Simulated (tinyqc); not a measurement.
Inversion-layer mobility, back-scattering and ballistic limit of a field-effect transistor: one step, computed by the program tinyqc. Command: `OMP_NUM_THREADS=1 python tinyqc.py 3018338 3018339 out.jsonl mos walk`. One thread of a shared host (Intel(R) Xeon(R) Processor @ 2.30GHz), about 0.01 s of CPU time with the checks.

The charge at the top of the source barrier is fixed by the gate; series resistance and short-channel effects are left out. F_j are Fermi integrals normalised to exp(eta) in the classical limit.

Question. Effective mobility. mu_phonon = mu_ph (E_eff/1 MV/cm)^(-0.3) (T/300 K)^(-1.75); mu_rough = mu_sr (E_eff/1 MV/cm)^(-2); mu_Coulomb = mu_C (N_inv/1e12 cm^-2) (T/300 K); Matthiessen's rule adds 1/mu.

Inputs (values chosen for the exercise, modelled on a 4H-SiC n-channel):
```
quantity                                     value        unit
phonon mobility at 1 MV/cm and 300 K, mu_ph     89  cm^2/(V s)
roughness mobility at 1 MV/cm, mu_sr            45  cm^2/(V s)
Coulomb mobility at N_inv = 1e12/cm^2, mu_C     27  cm^2/(V s)
temperature T                                  300           K
```

Statistics at the top of the barrier: Fermi-Dirac.

inversion density N_inv = 3.315810e+12 1/cm^2

effective field E_eff = 0.3428569 MV/cm

Give: phonon part; roughness part; Coulomb part; effective mobility mu.

Answer.

phonon part = 122.7 cm^2/(V s)

roughness part = 382.8 cm^2/(V s)

Coulomb part = 89.53 cm^2/(V s)

effective mobility mu = 45.60 cm^2/(V s)

The Coulomb part is the lowest and holds 51 % of 1/mu.
